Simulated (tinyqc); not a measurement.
# MOSFET in the linear regime without short-channel effects, parameter extraction from computed curves: two studies

Inversion charge Q = Cox n Vt W0(exp((Vg - VT)/(n Vt))), W0 the Lambert function and n = nf; u = Q/Cox; mobility mu = mu0/(1 + th1 u + th2 u^2); channel resistance Rch = (L - dL)/(W mu Q); Id = Vd/(Rch + Rsd/W). Cox = eps0 eox/tox. Small Vd, no channel-length or drain effects.

Inputs (values chosen for the exercise); channel values of the order met in silicon transistors: temperature T = 77 K; relative permittivity of the gate insulator (close to silicon dioxide) eox = 3.9; insulator thickness tox = 5 nm; low-field mobility mu0 = 180 cm^2/(V s); first mobility attenuation factor th1 = 0.18 1/V; second mobility attenuation factor th2 = 0.16 1/V^2; threshold voltage VT = 0.55 V; body factor nf = 1.4; gate width W = 1 um; drawn gate length L = 0.05 um; drawn less effective length dL = 0.017 um; source plus drain resistance Rsd = 170 ohm um; drain voltage Vd = 0.025 V.

Constants: q = 1.602176634e-19 C, kB = 1.380649e-23 J/K, Vt = kB T/q, eps0 = 8.8541878128e-14 F/cm where lengths are in cm. Results are converted to the units shown.

Each table varies one quantity; the others keep the values above.

## Extraction methods against the drawn gate length

From the continuous curve Id(Vg): tangent at peak gm (V_ext = Vg - Id/gm); constant current Id = 0.1 uA W/L; peak of d2Id/dVg2; Y = Id/sqrt(gm) drawn through Vg = VT + 0.6 and VT + 0.8 V, with intercept VT_Y and slope s. Mobilities gm,max L/(W Cox Vd) and s^2 L/(W Cox Vd) with the drawn L. Last column: share of Rsd/W in the total resistance at VT + 0.8 V.

Results:
columns A: L (um); B: V_ext (V); C: constant current (V); D: second derivative (V); E: VT_Y (V); F: mobility from gm (cm^2/(V s)); G: mobility from Y (cm^2/(V s)); H: series share (%)
```
A          B      C      D      E    F    G      H
0.03   0.551  0.568  0.547  0.622  294  503   50.1
0.062  0.556  0.582  0.548  0.622  200  301   22.5
0.13   0.558  0.589  0.548  0.622  175  251   10.4
0.56   0.561  0.593  0.548  0.622  163  225   2.35
1.2    0.561  0.593  0.548  0.622  161  221   1.09
2.4    0.561  0.594  0.548  0.622  160  220  0.545
5      0.561  0.594  0.548  0.622  160  219  0.261
```

Estimate the missing row, L = 0.27 um.

Computed row:
columns A: L (um); B: V_ext (V); C: constant current (V); D: second derivative (V); E: VT_Y (V); F: mobility from gm (cm^2/(V s)); G: mobility from Y (cm^2/(V s)); H: series share (%)
```
A         B      C      D      E    F    G     H
0.27  0.560  0.591  0.548  0.622  166  233  4.91
```

With this row back in the table: The model has VT = 0.55 V and mu0 = 180 cm^2/(V s). Over the table the extracted thresholds move by 10 mV (tangent), 26 mV (constant current), 1.0 mV (second derivative), under 0.5 mV (Y function). The mobility from gm falls from 294 to 160 and that from Y falls from 503 to 219 cm^2/(V s).

## Extraction methods against the body factor

Same model as above.

Results:
columns A: nf; B: V_ext (V); C: constant current (V); D: second derivative (V); E: VT_Y (V); F: mobility from gm (cm^2/(V s)); G: mobility from Y (cm^2/(V s)); H: series share (%)
```
A        B      C      D      E    F    G     H
1    0.555  0.579  0.548  0.618  223  335  28.5
1.2  0.555  0.580  0.548  0.620  219  333  28.4
1.3  0.555  0.580  0.548  0.621  217  332  28.4
1.4  0.555  0.579  0.547  0.622  215  331  28.3
1.5  0.555  0.579  0.547  0.623  213  329  28.3
1.6  0.555  0.579  0.547  0.623  211  328  28.3
1.7  0.555  0.579  0.547  0.624  210  327  28.2
```

Estimate the missing row, nf = 1.1.

Computed row:
columns A: nf; B: V_ext (V); C: constant current (V); D: second derivative (V); E: VT_Y (V); F: mobility from gm (cm^2/(V s)); G: mobility from Y (cm^2/(V s)); H: series share (%)
```
A        B      C      D      E    F    G     H
1.1  0.555  0.580  0.548  0.619  221  334  28.5
```

With this row back in the table: The model has VT = 0.55 V and mu0 = 180 cm^2/(V s). Over the table the extracted thresholds move by under 0.5 mV (tangent), 0.62 mV (constant current), 1.5 mV (second derivative), 5.5 mV (Y function). The mobility from gm falls from 223 to 210 and that from Y falls from 335 to 327 cm^2/(V s).

Program tinyqc, `OMP_NUM_THREADS=1 python tinyqc.py 2210001 2210002 out.jsonl`; Intel Xeon 2.30GHz, shared host, one thread, about 0.01 s.
